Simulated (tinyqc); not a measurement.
# Resistance of a source-drain extension with a graded tip, step by step

Numbers from tinyqc (`OMP_NUM_THREADS=1 python tinyqc.py 2282207 2282208 out.jsonl`; about 0.04 s on one thread of a shared Intel Xeon 2.30GHz). Printed values are rounded.

y runs along the channel, the gate covers y > 0. The doping is N0 for y < y0 and N0 10^(-(y - y0)/la) beyond, uniform over the depth xj. Sheet conductance s(y) = q mu(N) max(N - Nch, 0) xj + (for y > 0) ma Cox Vo, with mu(N) = u0 + (u1 - u0)/(1 + (N/Nr)^au) and Cox = eps0 eox/tox. Current is taken as one-dimensional; depletion of the tip, spreading and the contact are left out. The metallurgical junction lies at yj, where N = Nch.

Parameters, values chosen for the exercise; mobility law close to that of holes in silicon:
- eox = 8.91 (relative permittivity of the gate insulator (close to aluminium oxide))
- tox = 3.9 nm (insulator thickness)
- N0 = 2.3e20 cm^-3 (active doping of the extension far from the gate)
- la = 2.3 nm/decade (lateral abruptness)
- y0 = 0.3 nm (position under the gate where the fall begins (gate edge at 0))
- xj = 22 nm (depth of the extension)
- Nch = 3.8e17 cm^-3 (channel doping)
- Vo = 0.79 V (gate overdrive)
- ma = 34 cm^2/(V s) (mobility of the gate-induced layer)
- u1 = 470.5 cm^2/(V s) (mobility at low doping)
- u0 = 44.9 cm^2/(V s) (mobility at high doping)
- Nr = 2.23e17 cm^-3 (reference doping)
- au = 0.719 (exponent)
- Lg = 40 nm (gate length)

Constants: q = 1.602176634e-19 C, eps0 = 8.8541878128e-14 F/cm where lengths are in cm. Results are converted to the units shown.

## Sheet resistances and junction position

yj = y0 + la log10(N0/Nch); sheet resistance of the full extension 1/[q mu(N0)(N0 - Nch) xj] and of the gate-induced layer 1/(ma Cox Vo); metallurgical length Lg - 2 yj; ye is where the doped and the gate-induced conductances are equal.

yj = 6.69847 nm
sheet resistance of the extension = 258.589 ohm/square
sheet resistance of the induced layer = 18404.8 ohm/square
metallurgical length = 26.6031 nm
ye = 5.27596 nm
N at ye = 1.57858e18 cm^-3

The gate takes over 1.42 nm before the junction, where N is still 4.15 times the channel doping.

## Resistance of the overlapped part

Midpoint rule on 11 equal steps from 0 to yj: R_ov = sum h/s(y), per width.

```
point,y (nm),N (cm^-3),doped conductance (uS),sheet resistance (ohm/square)
0,0.304476,2.28972e20,3850.56,256.089
1,0.913428,1.24457e20,2158.83,451.842
2,1.52238,6.76485e19,1227.67,780.028
3,2.13133,3.67702e19,711.455,1305.84
4,2.74028,1.99864e19,421.964,2099.53
5,3.34924,1.08636e19,256.578,3216.35
6,3.95819,5.90488e18,159.225,4682.56
7,4.56714,3.20959e18,99.1811,6514.04
8,5.17609,1.74457e18,59.5836,8778.32
9,5.78504,9.48257e17,31.2439,11685.3
10,6.39400,5.15424e17,9.33085,15707.4
```

R_ov = 33.783 ohm um

The exact integral is 33.941 ohm um; the coarse sum is 0.47 % below it.
